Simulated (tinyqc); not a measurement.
Electron mobility in a silicon inversion layer, empirical terms and Matthiessen rule: one step of the calculation.

Inversion layer of sheet density Ns on a uniformly doped body, under a high-permittivity gate with an interlayer. The mobility terms are empirical power laws with prefactors chosen for the exercise; adding their inverses (Matthiessen) is itself an approximation.

Problem. Mobility terms and their sum. With t = T/(300 K): muC = Ac (Ns/1e12 cm^-2) t/(Nb/1e17 cm^-3 + Nit/1e11 cm^-2), muP = Ap E^(-1/3) t^(-1.75), muS = As E^(-gs), muR = Ar exp(2 ti/lr)/t; 1/mu is the sum of the inverses.

Values chosen for this exercise; material values close to those of silicon:
- T = 325 K (temperature)
- Nb = 2.5e18 cm^-3 (body doping)
- Ap = 468 cm^2/(V s) (phonon-limited mobility at 1 MV/cm and 300 K)
- As = 693 cm^2/(V s) (roughness-limited mobility at 1 MV/cm)
- gs = 2 (exponent of the roughness term)
- Ac = 2800 cm^2/(V s) (Coulomb prefactor)
- Nit = 9e11 cm^-2 (charge at the interface)
- Ar = 250 cm^2/(V s) (remote-phonon mobility without interlayer)
- ti = 1.5 nm (interlayer thickness)
- lr = 0.9 nm (decay length of remote phonons)
- Ns = 9.2e11 cm^-2 (inversion density)

E = 1.1905055 MV/cm

Wanted: terms; mu; shares of 1/mu.

Solution.

terms (cm^2/(V s)): Coulomb 82.08, phonon 383.9, roughness 489.0, remote phonon 6469
mu = 58.86 cm^2/(V s)
shares of 1/mu (%): Coulomb 71.72, phonon 15.33, roughness 12.04, remote phonon 0.9100

The Coulomb term limits most.

Numbers from tinyqc (`OMP_NUM_THREADS=1 python tinyqc.py 2510091 2510092 out.jsonl`; about 0.01 s on one thread of a shared Intel Xeon 2.30GHz).
